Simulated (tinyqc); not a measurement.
# Six-transistor SRAM cell, nodal equations and margins: two studies

Two cross-coupled inverters (pull-down bn, pull-up bp) hold the nodes Q and QB; access transistors (ba, threshold VTn, gate on the word line at Vdd when selected) join them to the bit lines. Transistor (EKV form, voltages against the body): I = 2 n b Vt^2 [F(vp - Vs) - F(vp - Vd)] from drain to source, F(v) = ln^2(1 + exp(v/(2 Vt))), vp = (Vg - VT + sg |Vd - Vs|)/n. n-channel bodies are at 0; for the p-channel device all voltages are counted down from Vdd. b in uA/V^2 gives I in uA. For an access transistor the bit line is the drain and the node the source. In a read both bit lines are at Vdd. The cell is symmetric (no mismatch).

Parameters, values chosen for the exercise:
```
symbol,value,unit,meaning
T,325,K,temperature
Vdd,1,V,supply voltage
n,1.25,,slope factor
sg,0.06,,drain-induced barrier lowering
VTn,0.33,V,n-channel threshold
VTp,0.34,V,p-channel threshold (magnitude)
bn,280,uA/V^2,gain factor of the pull-down transistor
ba,280,uA/V^2,gain factor of the access transistor
bp,140,uA/V^2,gain factor of the pull-up transistor
```

Constants: q = 1.602176634e-19 C, kB = 1.380649e-23 J/K, Vt = kB T/q. Results are converted to the units shown.

Each table varies one quantity; the others keep the values above.

## Effect of the drain-induced barrier lowering

f(x) is the node voltage of one half-cell for input x: In = Ip in hold, In = Ip + Ia in a read. Static noise margin: side of the largest square between the curve (x, f(x)) and its mirror image (f(y), y); with h(c) the root x of f(x) - x = c, it is the maximum over c > 0 of h(c) - h(-c) + c. Q is the low node in a read and Iread the current of its access transistor. The write trip is the voltage to which the bit line of the high node must fall (the other staying at Vdd) for that state to vanish; higher is easier, and a negative value means that a grounded bit line does not write.

Results:
```
sg	hold margin (mV)	read margin (mV)	Q in a read (mV)	Iread (uA)	write trip (mV)
0.02	398.5	191.4	163.3	26.10	310.0
0.05	379.9	172.2	172.5	27.54	321.8
0.08	361.3	153.5	181.5	28.97	333.3
0.14	324.6	117.5	199.7	31.76	357.1
0.17	306.5	100.5	209.1	33.03	370.3
```

Estimate the missing row, sg = 0.11.

Computed row:
```
sg	hold margin (mV)	read margin (mV)	Q in a read (mV)	Iread (uA)	write trip (mV)
0.11	342.9	135.2	190.6	30.39	344.9
```

With this row back in the table: As sg goes from 0.02 to 0.17, the read margin falls from 191 to 100 mV, the write trip rises from 310 to 370 mV and Iread rises from 26.1 to 33.0 uA. The read margin is 0.48 of the hold margin in the first row and 0.33 in the last. Read stability and write ability pull in opposite directions.

## Effect of the supply voltage

Same model as above.

Effect of the supply voltage:
```
Vdd (V)	hold margin (mV)	read margin (mV)	Q in a read (mV)	Iread (uA)	write trip (mV)
0.4	152.9	70.78	40.65	0.5779	102.6
0.5	197.2	93.46	57.21	2.069	128.6
0.6	239.3	114.0	78.21	4.812	161.8
0.7	278.2	131.6	101.5	8.801	199.6
0.85	329.6	151.9	138.2	17.06	260.9
1	373.7	165.9	175.5	28.02	325.6
```

As Vdd goes from 0.4 to 1 V, the read margin rises from 70.8 to 166 mV, the write trip rises from 103 to 326 mV and Iread rises from 0.578 to 28.0 uA. The read margin is 0.46 of the hold margin in the first row and 0.44 in the last. For Vdd = 0.4 to 0.5 V the read margin is under 100 mV, which threshold mismatch, left out here, can use up in a large array.

Numbers from tinyqc (`OMP_NUM_THREADS=1 python tinyqc.py 2340082 2340083 out.jsonl`; about 0.1 s on one thread of a shared Intel Xeon 2.30GHz).
